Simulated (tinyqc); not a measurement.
Six-transistor SRAM cell, nodal equations and margins: one step of the calculation.

Two cross-coupled inverters (pull-down bn, pull-up bp) hold the nodes Q and QB; access transistors (ba, threshold VTn, gate on the word line at Vdd when selected) join them to the bit lines. Transistor (EKV form, voltages against the body): I = 2 n b Vt^2 [F(vp - Vs) - F(vp - Vd)] from drain to source, F(v) = ln^2(1 + exp(v/(2 Vt))), vp = (Vg - VT + sg |Vd - Vs|)/n. n-channel bodies are at 0; for the p-channel device all voltages are counted down from Vdd. b in uA/V^2 gives I in uA. For an access transistor the bit line is the drain and the node the source. In a read both bit lines are at Vdd. The cell is symmetric (no mismatch).

Problem. The largest square in the read butterfly. f(x) is the node voltage of one half-cell in a read for input x (In - Ip - Ia = 0). Static noise margin: side of the largest square between the curve (x, f(x)) and its mirror image (f(y), y); with h(c) the root x of f(x) - x = c, it is the maximum over c > 0 of h(c) - h(-c) + c.

Parameters, values chosen for the exercise:
```
symbol  value    unit                                  meaning
T         300       K                              temperature
Vdd         1       V                           supply voltage
n        1.11                                     slope factor
sg       0.08                   drain-induced barrier lowering
VTn      0.42       V                      n-channel threshold
VTp      0.31       V          p-channel threshold (magnitude)
bn        340  uA/V^2  gain factor of the pull-down transistor
ba        340  uA/V^2     gain factor of the access transistor
bp         88  uA/V^2    gain factor of the pull-up transistor
```

Constants: q = 1.602176634e-19 C, kB = 1.380649e-23 J/K, Vt = kB T/q. Results are converted to the units shown.

c, point 0 to 6 (V): [0.15, 0.25, 0.35, 0.42, 0.5, 0.54, 0.59]

Find: h(c); h(-c); side.

Solution.

```
point  h(c) (V)  h(-c) (V)  side (V)
0        0.4831     0.5696    0.0635
1        0.4752     0.6198    0.1054
2        0.4654     0.6732    0.1422
3        0.4531     0.7123    0.1608
4        0.4291     0.7603    0.1688
5        0.4120     0.7864    0.1656
6        0.3848     0.8210    0.1537
```

The maximum over c is 168.8 mV, the read margin; with the word line off (no Ia) the same construction gives 378.6 mV.

Computed by the program tinyqc: `OMP_NUM_THREADS=1 python tinyqc.py 2340095 2340096 out.jsonl`, one thread of a shared Intel Xeon 2.30GHz, about 0.1 s for the whole run.
